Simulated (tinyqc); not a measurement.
Effective-mass impurity with a central-cell term, in a basis of Slater functions. Changing the dielectric constant eps. Computed by tinyqc, a small Python program. Command: `OMP_NUM_THREADS=1 python tinyqc.py 3019444 3019445 out.jsonl centralcell sweep`. One thread of a shared host (Intel(R) Xeon(R) Processor @ 2.30GHz), about 0.02 s of CPU time with the checks.

The envelope obeys H = -nabla^2 - (2/r) [Z + A exp(-kappa r)] in effective units, with kappa = a*/lambda; positive A deepens the well near the core.

Inputs (values chosen for the exercise, with screening close to that of diamond):

| quantity | value | unit |
|---|---|---|
| effective mass m | 0.568 | m_0 |
| charge Z of the core | 1 | - |
| central-cell strength A | 1.7 | - |
| central-cell range lambda | 1.6 | angstrom |

Impurity: acceptor, one isotropic band.

Constants: Ry = 13.605693123 eV; a_0 = 0.529177210903 angstrom.

Method:
- Units: Ry* = Ry m/eps^2 and a* = a_0 eps/m, with m in m_0.
- kappa = a*/lambda; the hydrogenic ground state is bound by Z^2 Ry*.
- For s functions exp(-zeta r), with s = zeta_i + zeta_j: S = 2/s^3, T = zeta_i zeta_j S, V = -2 Z/s^2, W = -2 A/(s + kappa)^2; each function is normalised by dividing by sqrt(S_ii S_jj).
- Large basis: zeta_i = 0.06 x 1.6^(i-1), i = 1..22, same formulas; for p functions r exp(-zeta r): S = 24/s^5, T = zeta_i zeta_j S (centrifugal term included), V = -12 Z/s^4, W = -12 A/(s + kappa)^4; overlap eigenvalues below 1e-11 are dropped.
- Binding energies are -E Ry*; the effective quantum number is nu = Z/sqrt(-E); |psi(0)|^2 is given relative to the hydrogenic Z^3/(pi a*^3).

One run for each value:

| dielectric constant eps | 1s binding energy (meV) | hydrogenic binding energy (meV) | 2p binding energy (meV) | a* (angstrom) |
|---|---|---|---|---|
| 3.5 | 1947.3 | 630.86 | 166.01 | 3.261 |
| 4.1 | 1256.3 | 459.73 | 118.59 | 3.820 |
| 4.8 | 805.5 | 335.42 | 85.47 | 4.472 |
| 5.7 | 494.3 | 237.86 | 60.12 | 5.310 |
| 6.6 | 326.7 | 177.41 | 44.65 | 6.149 |
| 7.7 | 213.2 | 130.34 | 32.72 | 7.174 |
| 9.1 | 136.3 | 93.32 | 23.38 | 8.478 |
| 11.0 | 84.0 | 63.87 | 15.99 | 10.248 |

Over the rows, 1s binding energy (meV) falls from 1950 to 84.0 (exponent d ln y / d ln x -2.8 between the first rows and -2.6 between the last); hydrogenic binding energy (meV) falls from 631 to 63.9 (exponent d ln y / d ln x about -2.0 throughout); 2p binding energy (meV) falls from 166 to 16.0 (exponent d ln y / d ln x -2.1 between the first rows and -2.0 between the last). At the high end the exponent of 2p binding energy is -2.01, close to -2: a hydrogenic level scales as m/eps^2. The exponent of a* stays at 1: a* = a_0 eps/m.

Caution (rows 3.50, 4.10, 4.80, 5.70, 6.60, 7.70): the effective Bohr radius is only a few bond lengths, so the envelope approximation is rough. Caution (rows 3.50, 4.10, 4.80, 5.70, 6.60, 7.70, 9.10): the density at the core is many times hydrogenic, so the result hangs on the model potential inside one cell, where the envelope picture is weak. Caution (rows 3.50): the level is several times deeper than hydrogenic: it draws on many bands and is no longer an effective-mass state.
